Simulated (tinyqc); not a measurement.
One level coupled to a phonon between two leads, self-consistent Born approximation: one step of the calculation.

Wide-band leads with mu_L = +V/2 and mu_R = -V/2; phonons in equilibrium, Nq = 1/(exp(w0/kB T) - 1). Scattering links only energies that differ by w0, so a ladder E_k = E1 + k w0 closes on itself; terms that reach past its ends are dropped. Gn and Gp are the electron and hole parts of the spectral function A = Gn + Gp.

Problem. Scattering functions. Sin(E) = M^2 [(Nq + 1) Gn(E + w0) + Nq Gn(E - w0)], Sout(E) = M^2 [(Nq + 1) Gp(E - w0) + Nq Gp(E + w0)]. Nq = 1/(exp(w0/kB T) - 1).

Inputs (values chosen for the exercise):
- T = 150 K (temperature of leads and phonons)
- w0 = 36 meV (phonon energy)
- M = 5.7 meV (electron-phonon matrix element)

Constants: q = 1.602176634e-19 C, kB = 1.380649e-23 J/K, Vt = kB T/q. Results are converted to the units shown.

| rung | Gn after iteration 1 (1/meV) | Gp after iteration 1 (1/meV) |
|---|---|---|
| 0 | 0.0057090143 | 3.7274532e-4 |
| 1 | 0.013073781 | 0.0052598650 |
| 2 | 0.053494347 | 0.034049704 |
| 3 | 0.018815988 | 0.013815857 |
| 4 | 0.0041595835 | 0.0045816127 |
| 5 | 4.5129121e-4 | 0.0033367128 |
| 6 | 1.8957789e-5 | 0.0020735435 |

Give: Sin; Sout.

Solution.

| rung | Sin (meV) | Sout (meV) |
|---|---|---|
| 0 | 0.45271 | 0.011242 |
| 1 | 1.8646 | 0.085683 |
| 2 | 0.67949 | 0.21166 |
| 3 | 0.25837 | 1.1888 |
| 4 | 0.055843 | 0.48554 |
| 5 | 0.0095469 | 0.16308 |
| 6 | 9.6456e-4 | 0.11554 |

Range of the model: The self-consistent Born approximation keeps only non-crossing phonon lines and no Hartree shift; it is rough once the coupling nears the phonon energy.

Program tinyqc, `OMP_NUM_THREADS=1 python tinyqc.py 2720105 2720106 out.jsonl`; Intel Xeon 2.30GHz, shared host, one thread, about 0.09 s.
